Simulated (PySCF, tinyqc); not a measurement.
Worked calculation: CID on RHF in the sto-6g basis, frozen core, for BeH+, spin multiplicity 1. The lowest restricted solution is unstable here: a spin-polarised one lies 0.0788 hartree lower (PySCF). Computed by tinyqc, a small Python program that keeps every step (integrals from PySCF). Settings: charge = 1, multiplicity = 1, basis = sto-6g, method = RHF, frozen orbitals = 1, energy threshold = 1e-10, iteration cap = 71, orthogonalisation = symmetric, start = Wolfsberg-Helmholz matrix, DIIS depth = 6, ci = CID, davidson = 1. Command: `OMP_NUM_THREADS=1 python tinyqc.py 26165 26166 out.jsonl` (the two numbers bound the seeds that draw the settings). One thread of a shared host (Intel(R) Xeon(R) Processor @ 2.60GHz), about 0.2 s of CPU time with the checks. The early iterations of the SCF are left out here.

## One-electron integrals

Geometry (angstrom):

| atom | x | y | z |
|---|---|---|---|
| Be | 0.000000 | 0.000000 | 0.000000 |
| H | 0.000000 | 0.000000 | 2.562000 |

Basis sto-6g: exponents (1/bohr^2) and contraction coefficients of normalised primitives:

| element | l (shell) | exponent | coefficient |
|---|---|---|---|
| Be | s (1) | 312.870494 | 0.009164 |
| Be | s (1) | 57.364463 | 0.049361 |
| Be | s (1) | 16.048509 | 0.168538 |
| Be | s (1) | 5.513096 | 0.370563 |
| Be | s (1) | 2.140897 | 0.416492 |
| Be | s (1) | 0.881739 | 0.130334 |
| Be | s (2) | 13.633247 | -0.013253 |
| Be | s (2) | 2.698375 | -0.046992 |
| Be | s (2) | 0.838653 | -0.033785 |
| Be | s (2) | 0.322660 | 0.250242 |
| Be | s (2) | 0.140131 | 0.595117 |
| Be | s (2) | 0.064233 | 0.240706 |
| Be | p (3) | 13.633247 | 0.003760 |
| Be | p (3) | 2.698375 | 0.037679 |
| Be | p (3) | 0.838653 | 0.173897 |
| Be | p (3) | 0.322660 | 0.418036 |
| Be | p (3) | 0.140131 | 0.425860 |
| Be | p (3) | 0.064233 | 0.101708 |
| H | s (1) | 35.523221 | 0.009164 |
| H | s (1) | 6.513144 | 0.049361 |
| H | s (1) | 1.822143 | 0.168538 |
| H | s (1) | 0.625955 | 0.370563 |
| H | s (1) | 0.243077 | 0.416492 |
| H | s (1) | 0.100112 | 0.130334 |

Overlap, kinetic and nuclear-attraction integrals over the contracted functions; the nuclear repulsion is the sum of Za Zb / Rab.

nuclear repulsion = 0.82619393 hartree

overlap S:
```
           1Be 1s    1Be 2s   1Be 2px   1Be 2py   1Be 2pz     2H 1s
1Be 1s   1.000000  0.254764  0.000000  0.000000  0.000000  0.004477
1Be 2s   0.254764  1.000000  0.000000  0.000000  0.000000  0.115788
1Be 2px  0.000000  0.000000  1.000000  0.000000  0.000000  0.000000
1Be 2py  0.000000  0.000000  0.000000  1.000000  0.000000  0.000000
1Be 2pz  0.000000  0.000000  0.000000  0.000000  1.000000  0.164715
2H 1s    0.004477  0.115788  0.000000  0.000000  0.164715  1.000000
```

kinetic energy T (hartree):
```
            1Be 1s     1Be 2s   1Be 2px   1Be 2py   1Be 2pz      2H 1s
1Be 1s    6.768753  -0.207382  0.000000  0.000000  0.000000  -0.002190
1Be 2s   -0.207382   0.220121  0.000000  0.000000  0.000000  -0.007703
1Be 2px   0.000000   0.000000  0.661265  0.000000  0.000000   0.000000
1Be 2py   0.000000   0.000000  0.000000  0.661265  0.000000   0.000000
1Be 2pz   0.000000   0.000000  0.000000  0.000000  0.661265   0.001719
2H 1s    -0.002190  -0.007703  0.000000  0.000000  0.001719   0.768522
```

nuclear attraction V (hartree):
```
             1Be 1s     1Be 2s    1Be 2px    1Be 2py    1Be 2pz      2H 1s
1Be 1s   -14.921340  -1.703355   0.000000   0.000000  -0.005186  -0.031718
1Be 2s    -1.703355  -2.506341   0.000000   0.000000  -0.053027  -0.212509
1Be 2px    0.000000   0.000000  -2.496555   0.000000   0.000000   0.000000
1Be 2py    0.000000   0.000000   0.000000  -2.496555   0.000000   0.000000
1Be 2pz   -0.005186  -0.053027   0.000000   0.000000  -2.525608  -0.295851
2H 1s     -0.031718  -0.212509   0.000000   0.000000  -0.295851  -2.065720
```

core Hamiltonian H = T + V (hartree):
```
            1Be 1s     1Be 2s    1Be 2px    1Be 2py    1Be 2pz      2H 1s
1Be 1s   -8.152587  -1.910737   0.000000   0.000000  -0.005186  -0.033907
1Be 2s   -1.910737  -2.286220   0.000000   0.000000  -0.053027  -0.220212
1Be 2px   0.000000   0.000000  -1.835290   0.000000   0.000000   0.000000
1Be 2py   0.000000   0.000000   0.000000  -1.835290   0.000000   0.000000
1Be 2pz  -0.005186  -0.053027   0.000000   0.000000  -1.864343  -0.294131
2H 1s    -0.033907  -0.220212   0.000000   0.000000  -0.294131  -1.297197
```

## Two-electron integrals

Functions are numbered as in S; the eight-fold symmetry (ij|kl) = (ji|kl) = (kl|ij) leaves the list below.

Two-electron integrals (ij|kl) in chemists' order, unique and non-zero (hartree):
```
(11|11) 2.299996   (21|11) 0.361879   (21|21) 0.071926   (22|11) 0.570332
(22|21) 0.139654   (22|22) 0.417773   (31|31) 0.015252   (32|31) 0.022555
(32|32) 0.092340   (33|11) 0.570332   (33|21) 0.139654   (33|22) 0.417773
(33|33) 0.450117   (41|41) 0.015252   (42|41) 0.022555   (42|42) 0.092340
(43|43) 0.024258   (44|11) 0.570332   (44|21) 0.139654   (44|22) 0.417773
(44|33) 0.401601   (44|44) 0.450117   (51|51) 0.015252   (52|51) 0.022555
(52|52) 0.092340   (53|53) 0.024258   (54|54) 0.024258   (55|11) 0.570332
(55|21) 0.139654   (55|22) 0.417773   (55|33) 0.401601   (55|44) 0.401601
(55|55) 0.450117   (61|11) 0.006344   (61|21) 0.001234   (61|22) 0.002422
(61|33) 0.002403   (61|44) 0.002403   (61|51) 0.000123   (61|52) 0.000249
(61|55) 0.002462   (61|61) 0.000022   (62|11) 0.036645   (62|21) 0.009243
(62|22) 0.033219   (62|33) 0.031874   (62|44) 0.031874   (62|51) 0.001129
(62|52) 0.008643   (62|55) 0.035910   (62|61) 0.000179   (62|62) 0.005933
(63|31) 0.000537   (63|32) 0.003056   (63|53) 0.001162   (63|63) 0.000309
(64|41) 0.000537   (64|42) 0.003056   (64|54) 0.001162   (64|64) 0.000309
(65|11) 0.048055   (65|21) 0.012195   (65|22) 0.045087   (65|33) 0.042798
(65|44) 0.042798   (65|51) 0.001774   (65|52) 0.013402   (65|55) 0.049663
(65|61) 0.000240   (65|62) 0.008884   (65|65) 0.013416   (66|11) 0.206538
(66|21) 0.052616   (66|22) 0.205687   (66|33) 0.196500   (66|44) 0.196500
(66|51) 0.005180   (66|52) 0.052089   (66|55) 0.224060   (66|61) 0.001006
(66|62) 0.055059   (66|65) 0.085447   (66|66) 0.774999
```

## Orthogonalisation

S = U s U^T; symmetric (Loewdin) form X = U s^(-1/2) U^T, so that X^T S X = 1.

eigenvalues of S: 0.711130  0.853678  1.000000  1.000000  1.142185  1.293007

X:
```
            1Be 1s     1Be 2s   1Be 2px   1Be 2py    1Be 2pz      2H 1s
1Be 1s    1.025745  -0.133826  0.000000  0.000000  -0.001355   0.009581
1Be 2s   -0.133826   1.031181  0.000000  0.000000   0.007680  -0.061525
1Be 2px   0.000000   0.000000  1.000000  0.000000   0.000000   0.000000
1Be 2py   0.000000   0.000000  0.000000  1.000000   0.000000   0.000000
1Be 2pz  -0.001355   0.007680  0.000000  0.000000   1.010490  -0.084541
2H 1s     0.009581  -0.061525  0.000000  0.000000  -0.084541   1.015852
```

## Iteration 11 (converged): orbitals

converged F (hartree):
```
            1Be 1s     1Be 2s    1Be 2px    1Be 2py    1Be 2pz      2H 1s
1Be 1s   -4.989413  -1.338921   0.000000   0.000000   0.010587  -0.022945
1Be 2s   -1.338921  -0.786981   0.000000   0.000000  -0.050908  -0.187081
1Be 2px   0.000000   0.000000  -0.090349   0.000000   0.000000   0.000000
1Be 2py   0.000000   0.000000   0.000000  -0.090349   0.000000   0.000000
1Be 2pz   0.010587  -0.050908   0.000000   0.000000  -0.126296  -0.152513
2H 1s    -0.022945  -0.187081   0.000000   0.000000  -0.152513  -0.346490
```

Diagonalise F' = X^T F X, C = X C', fill 2 alpha and 2 beta electrons from the bottom; D = 2 C_occ C_occ^T. Each column has its largest component positive (the first on a tie).

F' = X^T F X (hartree):
```
           1          2          3          4          5          6
1  -4.896182  -0.648212   0.000000   0.000000   0.013631   0.027781
2  -0.648212  -0.535285   0.000000   0.000000  -0.035436  -0.137137
3   0.000000   0.000000  -0.090349   0.000000   0.000000   0.000000
4   0.000000   0.000000   0.000000  -0.090349   0.000000   0.000000
5   0.013631  -0.035436   0.000000   0.000000  -0.105987  -0.115954
6   0.027781  -0.137137   0.000000   0.000000  -0.115954  -0.311735
```

orbital energies (hartree): MO1 -4.990522, MO2 -0.550841, MO3 -0.255689, MO4 -0.090349, MO5 -0.090349, MO6 -0.052137

coefficients C:
```
               MO1        MO2        MO3        MO4       MO5        MO6
1Be 1s    0.995792  -0.216037   0.176819   0.000000  0.000000  -0.024882
1Be 2s    0.016060   0.792857  -0.666543   0.000000  0.000000   0.109214
1Be 2px   0.000000   0.000000   0.000000  -0.012094  0.999927   0.000000
1Be 2py   0.000000   0.000000   0.000000   0.999927  0.012094   0.000000
1Be 2pz  -0.001868   0.174607   0.330505   0.000000  0.000000   0.942641
2H 1s    -0.000953   0.509526   0.711697   0.000000  0.000000  -0.526163
```

D after iteration 11:
```
            1Be 1s     1Be 2s   1Be 2px   1Be 2py    1Be 2pz      2H 1s
1Be 1s    2.076545  -0.310588  0.000000  0.000000  -0.079164  -0.222050
1Be 2s   -0.310588   1.257762  0.000000  0.000000   0.276817   0.807933
1Be 2px   0.000000   0.000000  0.000000  0.000000   0.000000   0.000000
1Be 2py   0.000000   0.000000  0.000000  0.000000   0.000000   0.000000
1Be 2pz  -0.079164   0.276817  0.000000  0.000000   0.060982   0.177937
2H 1s    -0.222050   0.807933  0.000000  0.000000   0.177937   0.519236
```

Within a degenerate level the vectors are fixed only up to a rotation; this is one choice.

## Convergence

Stop when the energy changes by less than 1e-10 hartree and every element of the error matrix X^T (F D S - S D F) X is below 3e-06.

Course of the cycle:

| iteration | E (hartree) | change | largest element of the error matrix |
|---|---|---|---|
| 1 | -14.38680707 | - | 2.73e-01 |
| 2 | -14.52874437 | -1.42e-01 | 1.29e-01 |
| 3 | -14.58426819 | -5.55e-02 | 7.36e-02 |
| 4 | -14.62805538 | -4.38e-02 | 7.06e-02 |
| 5 | -14.64919935 | -2.11e-02 | 6.10e-02 |
| 6 | -14.63496777 | 1.42e-02 | 7.26e-02 |
| 7 | -14.65464756 | -1.97e-02 | 5.06e-03 |
| 8 | -14.65469692 | -4.94e-05 | 2.02e-04 |
| 9 | -14.65469698 | -6.38e-08 | 3.15e-05 |
| 10 | -14.65469698 | -1.96e-09 | 1.69e-06 |
| 11 | -14.65469698 | -9.00e-12 | 1.15e-07 |

PySCF RHF in the same basis = -14.65469698 hartree

Converged in 11 iterations.

## Integrals over molecular orbitals

(pq|rs) = sum C_ip C_jq C_kr C_ls (ij|kl), one index at a time.

one-electron integrals over orbitals h = C^T H C (hartree):
```
           1          2          3          4          5          6
1  -8.145729   0.204543  -0.174412   0.000000   0.000000   0.007547
2   0.204543  -1.793799   0.257719   0.000000   0.000000  -0.195724
3  -0.174412   0.257719  -1.596139   0.000000   0.000000  -0.167550
4   0.000000   0.000000   0.000000  -1.835290   0.000000   0.000000
5   0.000000   0.000000   0.000000   0.000000  -1.835290   0.000000
6   0.007547  -0.195724  -0.167550   0.000000   0.000000  -1.732148
```

Two-electron integrals over orbitals (pq|rs), unique and non-zero (hartree); the lowest 1 orbital is frozen and left out:
```
(22|22) 0.372573    (32|22) 0.033454    (32|32) 0.135509    (33|22) 0.352099
(33|32) 0.061032    (33|33) 0.395721    (42|42) 0.054410    (43|42) -0.040467
(43|43) 0.036773    (44|22) 0.337497    (44|32) -0.088914   (44|33) 0.304417
(44|44) 0.450117    (52|52) 0.054410    (53|52) -0.040467   (53|53) 0.036773
(54|54) 0.024258    (55|22) 0.337497    (55|32) -0.088914   (55|33) 0.304417
(55|44) 0.401601    (55|55) 0.450117    (62|22) 0.020422    (62|32) -0.051146
(62|33) -0.047949   (62|44) 0.051955    (62|55) 0.051955    (62|62) 0.078985
(63|22) -0.041128   (63|32) -0.112887   (63|33) -0.041780   (63|44) 0.058286
(63|55) 0.058286    (63|62) 0.022456    (63|63) 0.112881    (64|42) 0.010411
(64|43) 0.003290    (64|64) 0.021138    (65|52) 0.010411    (65|53) 0.003290
(65|65) 0.021138    (66|22) 0.368351    (66|32) -0.013461   (66|33) 0.353929
(66|44) 0.369774    (66|55) 0.369774    (66|62) 0.029668    (66|63) 0.012231
(66|66) 0.407124
```

## CID: determinants and Hamiltonian

one-electron integrals dressed by the frozen orbital, h + 2 (pq|11) - (p1|1q) (hartree):
```
           2          3          4          5          6
2  -0.923414  -0.033454   0.000000   0.000000  -0.020422
3  -0.033454  -0.824377   0.000000   0.000000   0.031109
4   0.000000   0.000000  -0.710933   0.000000   0.000000
5   0.000000   0.000000   0.000000  -0.710933   0.000000
6  -0.020422   0.031109   0.000000   0.000000  -0.709854
```

energy of the frozen orbital, 2 h_11 + (11|11) = -14.00663606 hartree

Hartree-Fock energy = -14.65469698 hartree

Slater-Condon rules over spin orbitals, with the nuclear repulsion and the energy of the frozen orbital added and E(HF) subtracted on the diagonal. Only determinants linked to the reference directly or through others are kept (one block of an abelian symmetry group), so some states are absent.

Occupation strings over the orbitals (2 doubly, a alpha, b beta, 0 empty; spin orbitals ordered 1a 1b 2a 2b ...): 220000 202000 20a00b 200200 200020 20b00a 200002

H - E(HF) between determinants (hartree):
```
           220000     202000     20a00b     200200     200020     20b00a     200002
220000   0.000000   0.135509  -0.051146   0.054410   0.054410   0.051146   0.078985
202000   0.135509   0.221221  -0.010671   0.036773   0.036773   0.010671   0.112881
20a00b  -0.051146  -0.010671   0.293952   0.003290   0.003290  -0.112881   0.043340
200200   0.054410   0.036773   0.003290   0.502506   0.024258  -0.003290   0.021138
200020   0.054410   0.036773   0.003290   0.024258   0.502506  -0.003290   0.021138
20b00a   0.051146   0.010671  -0.112881  -0.003290  -0.003290   0.293952  -0.043340
200002   0.078985   0.112881   0.043340   0.021138   0.021138  -0.043340   0.461670
```

## CID: roots

Diagonalise (each vector has its largest component positive (the first on a tie)); all determinants have Ms = 0, so triplets appear too. The lowest singlet root is the correlation energy.

lowest roots of this matrix, relative to E(HF) (hartree): -0.077930  0.181071  0.185738  0.416194  0.478248  0.488091  0.604395

lowest vectors:
```
           root 1    root 2     root 3     root 4
220000   0.914060  0.000000   0.241262  -0.228274
202000  -0.367327  0.000000   0.810249  -0.282766
20a00b   0.095199  0.707107   0.184783   0.597727
200200  -0.058579  0.000000  -0.101972   0.217235
200020  -0.058579  0.000000  -0.101972   0.217235
20b00a  -0.095199  0.707107  -0.184783  -0.597727
200002  -0.067659  0.000000  -0.442948  -0.242895
```

<S^2> of these roots: 0.000000  2.000000  0.000000  0.000000  0.000000  0.000000  0.000000

weight of the ground state by excitation level 0, 1, 2, ...: 0.835505  0.000000  0.164495

The reference has a weight of only 0.84: one determinant is a poor start here.

## The lowest root by the Davidson method

Start from the reference; add the residual divided by (theta - H_ii), orthogonalised, at each step.

Davidson iterations:

| iteration | subspace | lowest Ritz value (hartree) | residual norm |
|---|---|---|---|
| 1 | 1 | 0 | 1.89e-01 |
| 2 | 2 | -0.07748172 | 1.32e-02 |
| 3 | 3 | -0.07790566 | 3.27e-03 |
| 4 | 4 | -0.07793008 | 2.34e-04 |
| 5 | 5 | -0.07793017 | 7.96e-17 |
